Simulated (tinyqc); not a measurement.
Speciation in dilute and buffered hydrofluoric acid, oxide etch rate and bath loading: one step, computed by the program tinyqc. Command: `OMP_NUM_THREADS=1 python tinyqc.py 3120844 3120845 out.jsonl hfetch walk`. One thread of a shared host (Intel(R) Xeon(R) Processor @ 2.30GHz), about 0.01 s of CPU time with the checks.

Concentrations stand for activities, NH4+ and Cl- are spectators, and water ionisation is neglected. H, F and HF2 denote the ions H+, F- and HF2-. The base temperature is 298 K.

Problem. One trial. Fluoride balance: [HF] + [F] + 2 [HF2] + 2 [H2F2] = HF added + NH4F added. Acid balance: [H] + [HF] + [HF2] + 2 [H2F2] = HF added + HCl added. For a trial [H], [HF] = [H][F]/K1, and the fluoride balance is a quadratic in [F]. Take pH = 3. The residual is the left side of the acid balance less the right.

Inputs (values chosen for the exercise, of the order of those for thermal oxide at room temperature):
```
quantity                 value   unit
HF added                 0.052  mol/L
NH4F added               0.061  mol/L
HCl added                    0  mol/L
K1 = [H][F]/[HF]      0.000653  mol/L
K2 = [HF2]/([HF][F])      3.51  L/mol
K3 = [H2F2]/[HF]^2           0  L/mol
```

Give: [F]; [HF]; [HF2]; [H2F2]; residual.

Solution.

[F] = 0.03838 mol/L

[HF] = 0.05878 mol/L

[HF2] = 0.007919 mol/L

[H2F2] = 0 mol/L

residual = 0.01570 mol/L

The residual is positive: the trial holds too much acid, so the pH lies above 3.
